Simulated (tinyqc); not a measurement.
Haynes-Shockley experiment: drift, diffusion and decay of a minority-carrier pulse: one step, computed by the program tinyqc. Command: `OMP_NUM_THREADS=1 python tinyqc.py 3112729 3112730 out.jsonl haynes walk`. One thread of a shared host (Intel(R) Xeon(R) Processor @ 2.30GHz), about 0.01 s of CPU time with the checks.

A thin sheet of excess carriers is made at x = 0, t = 0 in a long uniform bar; injection is low, so the pulse moves with the minority mobility.

Problem. Simple reading of the pulse. With w the full width at half maximum: mu = d/(F t_p); D = (w d)^2/(16 ln2 t_p^3); Einstein ratio D/mu against k_B T/e.

Inputs (values chosen for the exercise, modelled on electrons in p-type germanium in a lightly doped bar):

| quantity | value | unit |
|---|---|---|
| minority mobility mu | 3640 | cm^2/(V s) |
| temperature T | 250 | K |
| field F | 6.8 | V/cm |
| distance d to the collector | 0.49 | cm |

time of the peak t_p = 19.66003 microsecond

width at half maximum = 5.275185 microsecond

D = 78.41773 cm^2/s

Constants: k_B = 8.617333262e-05 eV/K.

Give: apparent mobility; apparent D; apparent D/mu; error of mu; error of D.

Solution.

apparent mobility = 3665 cm^2/(V s)

apparent D = 79.28 cm^2/s

apparent D/mu = 21.63 mV

error of mu = 0.6935 %

error of D = 1.101 %
